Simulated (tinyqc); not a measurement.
Width and zero-phonon weight against temperature: configuration-coordinate model of a defect: Huang-Rhys factor and luminescence line shape. Computed by tinyqc, a small Python program. Command: `OMP_NUM_THREADS=1 python tinyqc.py 3007001 3007002 out.jsonl ccline walk`. One thread of a shared host (Intel(R) Xeon(R) Processor @ 2.30GHz), about 0.02 s of CPU time with the checks.

Ground state E_g(Q) = (1/2) omega_g^2 Q^2; excited state E_e(Q) = E_0 + (1/2) omega_e^2 (Q - dQ)^2 with E_0 = E_ZPL - (hbar omega_e - hbar omega_g)/2. Q is mass-weighted; the dipole does not depend on Q (Condon approximation).

Inputs (values chosen for the exercise, for a model defect in a wide-gap host): zero-phonon energy E_ZPL = 2.54 eV; displacement dQ = 1.83 u^(1/2) angstrom; ground-state phonon hbar omega_g = 28.9 meV; excited-state phonon hbar omega_e = 23.6 meV.

Modes: different frequencies.

Constants: hbar^2/u = 4.18015928e-03 eV angstrom^2; k_B = 8.617333262e-05 eV/K.

Method:
- S = hbar omega dQ^2/(2 hbar^2/u) for each state; relaxation energy S hbar omega; absorption at E_0 + S_e hbar omega_e, emission at E_0 - S_g hbar omega_g; the Stokes shift is their difference.
- Overlaps <m_e|n_g> of harmonic-oscillator functions (Hermite recursion, positive leading coefficients) by a sum over an even grid (700 points from x = -9 to 9 + d for the small table, 1500 points from -16 to 16 + d for the thermal sums), with x = Q sqrt(omega_g/hbar), d = sqrt(2 S_g) and frequency ratio omega_e/omega_g.
- Initial levels m = 0..24 carry Boltzmann weights exp(-m hbar omega_e/k_B T), normalised; final levels n = 0..79; a line lies at E_ZPL + m hbar omega_e - n hbar omega_g with weight w_m <m|n>^2. Moments are taken over these weights without the E^3 factor; FWHM = 2 sqrt(2 ln 2) x standard deviation; the zero-phonon weight is w_0 <0|0>^2, since the other m -> m lines are offset by m (hbar omega_e - hbar omega_g).
- For comparison: FWHM(0) sqrt(coth(hbar omega_e/2 k_B T)) with FWHM(0) from the first row, and exp(-S_g coth(hbar omega_e/2 k_B T)).

S_g = 11.5765

Against temperature:
```
T (K)  mean energy (eV)  FWHM (eV)  coth law (eV)  zero-phonon weight  exp(-S coth)
14               2.2051    0.25642        0.25642          3.0041e-05    9.3841e-06
41               2.2051    0.25674        0.25674          3.0003e-05    9.1147e-06
82               2.2049    0.26569        0.26568          2.8976e-05    4.0078e-06
140              2.2042    0.29572        0.29565          2.5793e-05    2.0724e-07
220              2.2028    0.34508        0.34488          2.1390e-05    8.0430e-10
330              2.2006    0.40967        0.40921          1.6940e-05    1.5713e-13
470              2.1977    0.48259        0.48170          1.3266e-05    1.8117e-18
```

What does the comparison show, and why?

The width grows by a factor 1.88, flat while k_B T is well below hbar omega and as sqrt(T) above; the coth law, exact only for equal frequencies, misses by at most 0.18 %. The mean energy moves by -7.5 meV because the frequencies differ. The zero-phonon weight goes from 3.00e-5 to 1.33e-5, against 9.38e-6 to 1.81e-18 for the exponential rule, which assumes many modes of equal frequency in both states.
